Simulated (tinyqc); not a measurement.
# Potential step from the flux

Question. On one interval J = (q mu Vt/hx) [nb B(d) - na B(-d)], B(d) = d/(exp(d) - 1), d = (psi_b - psi_a)/Vt. Find psi_b - psi_a, and the step at which J would vanish.

Parameters, values chosen for the exercise: temperature T = 300 K; electron mobility mu = 8140 cm^2/(V s); density at the left node na = 3.1e15 cm^-3; density at the right node nb = 3.2e13 cm^-3; node spacing hx = 17 nm.

Constants: q = 1.602176634e-19 C, kB = 1.380649e-23 J/K, Vt = kB T/q. Results are converted to the units shown.

J = -1.3137557e5 A/cm^2

Answer. B(d) falls and B(-d) rises with d, so J falls steadily with the step and one value matches. J = 0 needs nb/na = exp(d), the Boltzmann ratio.

psi_b - psi_a = 0.04600 V
step for J = 0 = -0.1182 V

Computed by the program tinyqc: `OMP_NUM_THREADS=1 python tinyqc.py 2220051 2220052 out.jsonl`, one thread of a shared Intel Xeon 2.30GHz, about 0.01 s for the whole run.
